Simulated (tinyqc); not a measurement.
Size effects in the resistivity of thin metal films and interconnect lines: one step, computed by the program tinyqc. Command: `OMP_NUM_THREADS=1 python tinyqc.py 3026363 3026364 out.jsonl size walk`. One thread of a shared host (Intel(R) Xeon(R) Processor @ 2.30GHz), about 0.01 s of CPU time with the checks.

Electrons lose their drift at surfaces (a share 1 - p of the hits) and at grain boundaries (reflection R), besides bulk scattering. The line sits in a trench with a non-conducting liner on both walls and the bottom; the spacing equals the drawn width.

Question. Grain boundaries. Mayadas-Shatzkes: alpha = (lambda/D) R/(1 - R); rho_b/rho = 1 - 3 alpha/2 + 3 alpha^2 - 3 alpha^3 ln(1 + 1/alpha).

Inputs (values chosen for the exercise, modelled on aluminium): bulk mean free path lambda = 19.2 nm; grain-boundary reflection R = 0.58.

Geometry: line.

grain size D = 6.72 nm

Give: alpha; rho/rho_b from grains.

Answer.

alpha = 3.946

rho/rho_b from grains = 6.320

The linear estimate 1 + 3 alpha/2 gives 6.918, 9 % high; at large alpha the slope is 4/3.
